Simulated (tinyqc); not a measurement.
# Biaxially strained (001) channel, valley splitting in an inversion layer, step by step

Numbers from tinyqc (`OMP_NUM_THREADS=1 python tinyqc.py 2530046 2530047 out.jsonl`; about 0.01 s on one thread of a shared Intel Xeon 2.30GHz). Printed values are rounded.

A thin layer grown on a relaxed buffer is stretched in the plane. The two valleys with their long axis along the growth direction (D2) sink against the four in-plane ones (D4); confinement in a triangular well splits them too. Only the lowest subband of each set is kept; one relaxation time, so the weakening of intervalley scattering is left out.

Values chosen for this exercise; values close to those of silicon on relaxed silicon-germanium: temperature T = 300 K; germanium share of the relaxed buffer x = 0.18; lattice mismatch per unit x b1 = 0.0418; elastic constant c11 = 166 GPa; elastic constant c12 = 62.8 GPa; shear deformation potential Xu = 9.19 eV; longitudinal mass ml = 0.915 m0; transverse mass mt = 0.187 m0; confining field F = 0.38 MV/cm; inversion density Ns = 3.5e12 cm^-2.

Constants: q = 1.602176634e-19 C, kB = 1.380649e-23 J/K, hbar = 1.054571817e-34 J s, m0 = 9.1093837015e-31 kg, Vt = kB T/q, hbar^2/(2 m0) = 0.0380998212 eV nm^2. Results are converted to the units shown.

## Strain, stress and splitting

e_par = b1 x, e_perp = -2 (c12/c11) e_par, splitting D = Xu (e_par - e_perp), in-plane stress (c11 + c12 - 2 c12^2/c11) e_par.

e_par = 0.7524 %
e_perp = -0.5692858 %
D = 121.4629 meV
stress = 1.363980 GPa

## Subband edges and densities of states

Levels E(m) = 2.33811 (hbar^2 q^2 F^2/(2 m))^(1/3): E2 = E(ml), E4 = E(mt) + D; N2 = 2 mt kB T/(pi hbar^2), N4 = 4 sqrt(mt ml) kB T/(pi hbar^2).

E2 = 0.09159841 eV
E4 = 0.2769691 eV
N2 = 4.038899e12 cm^-2
N4 = 1.786828e13 cm^-2

Of the gap E4 - E2 = 185 meV, confinement gives 63.9 meV.

## Iteration 1: Fermi level by Newton steps

EF at the start = 0.0916 eV

f = N2 ln(1 + exp((EF - E2)/Vt)) + N4 ln(1 + exp((EF - E4)/Vt)) - Ns, f' = [N2/(1 + exp((E2 - EF)/Vt)) + N4/(1 + exp((E4 - EF)/Vt))]/Vt, EF(new) = EF - f/f'.

f = -6.865892e11 cm^-2
f' = 7.864930e13 cm^-2/eV
EF after iteration 1 = 0.1003298 eV

## Iteration 2: Fermi level by Newton steps

As before.

f = 5.817545e10 cm^-2
f' = 9.192758e13 cm^-2/eV
EF after iteration 2 = 0.09969692 eV

## Course of the iteration: Fermi level by Newton steps

Stop when EF changes by less than 1e-10 eV, or after 40 iterations.

Course of the iteration:

| iteration | EF (eV) | \|change\| (eV) |
|---|---|---|
| 1 | 0.1003298 | 8.73e-3 |
| 2 | 0.09969692 | 6.33e-4 |
| 3 | 0.09969362 | 3.30e-6 |
| 4 | 0.09969362 | 8.99e-11 |

Converged in 4 iterations. At the end the number of correct digits about doubles with each step.

## Share of the light valleys and conductivity mass

EF = 0.09969362 eV

EF solves Ns = N2 ln(1 + exp((EF - E2)/Vt)) + N4 ln(1 + exp((EF - E4)/Vt)); f2 is the share in D2, and 1/mc = f2/mt + (1 - f2)(1/mt + 1/ml)/2.

f2 = 0.9946335
mc = 0.1874001 m0

Without strain f2 would be 0.671 and mc 0.215 m0, so repopulation alone gains 15 % in mobility.
